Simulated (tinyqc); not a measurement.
Pair of shallow donors (hydrogen-like orbitals): one step. Two electrons and exchange. Three cases, with inputs chosen for the exercise.

Question. Give C, X, Q, A and J.

Each donor has the orbital exp(-r/a); energy unit Ha* = q/(eps a), q = e^2/(4 pi eps0), so that a lone donor is bound by Ha*/2; x = R/a. One electron: S = (1 + x + x^2/3) exp(-x), j = 1/x - (1 + 1/x) exp(-2x), k = (1 + x) exp(-x); levels E(+/-) = -1/2 - (j +/- k)/(1 +/- S) in Ha*, without the repulsion of the ions, split by D = |E(-) - E(+)|. In six valleys the overlaps S and k are multiplied by v = [cos(K Rx) + cos(K Ry) + cos(K Rz)]/3, K = k0 (2 pi/a_lat), for isotropic envelopes and the symmetric valley state.

Two electrons, Heitler-London: with S' = (1 - x + x^2/3) exp(x), C = 1/x - exp(-2x)(1/x + 11/8 + 3x/4 + x^2/6), X = (1/5){exp(-2x)(25/8 - 23x/4 - 3x^2 - x^3/3) + (6/x)[S^2 (0.5772157 + ln x) + S'^2 Ei(-4x) - 2 S S' Ei(-2x)]}, Q = C - 2j + 1/x and A = X - 2 S k + S^2/x, the singlet and triplet lie at (Q +/- w A)/(1 +/- w S^2) from two lone donors, with the valley weight w = v^2; the exchange is J = triplet - singlet.

Case 1.

Ha* = 73.45259 meV
x = 4.983686
v = 0.157591

Case 2.

Ha* = 62.84213 meV
x = 3.522964
v = 0.846281

Case 3.

Ha* = 69.34909 meV
x = 6.068156
v = 0.976592

Give: C, X, Q, A; J.

Answer.

Case 1.

C, X, Q, A (Ha*): 0.2002  0.003808  -0.0003308  -0.002284

J = 8.32 micro-eV

A swap of the two spins takes pi hbar/J = 0.249 ns (hbar = 6.58212e-16 eV s). Against the one-electron splitting D = 0.495 meV, J/D = 0.017: exchange needs both electrons to tunnel and falls as exp(-2x), D as exp(-x).

Case 2.

C, X, Q, A (Ha*): 0.2783  0.02984  -0.003311  -0.01984

J = 1.77e+03 micro-eV

A swap of the two spins takes pi hbar/J = 0.00117 ns (hbar = 6.58212e-16 eV s). Against the one-electron splitting D = 6.83 meV, J/D = 0.26: exchange needs both electrons to tunnel and falls as exp(-2x), D as exp(-x).

Case 3.

C, X, Q, A (Ha*): 0.1647  0.0007322  -5.307e-05  -0.0004032

J = 53.3 micro-eV

A swap of the two spins takes pi hbar/J = 0.0388 ns (hbar = 6.58212e-16 eV s). Against the one-electron splitting D = 1.22 meV, J/D = 0.044: exchange needs both electrons to tunnel and falls as exp(-2x), D as exp(-x).

Computed by tinyqc, one run a case: `OMP_NUM_THREADS=1 python tinyqc.py N N+1 out.jsonl` with N = 1252473, 1252486, 1280126; one thread of a shared Intel(R) Xeon(R) Processor @ 2.30GHz, about 0.01 s a run at most.
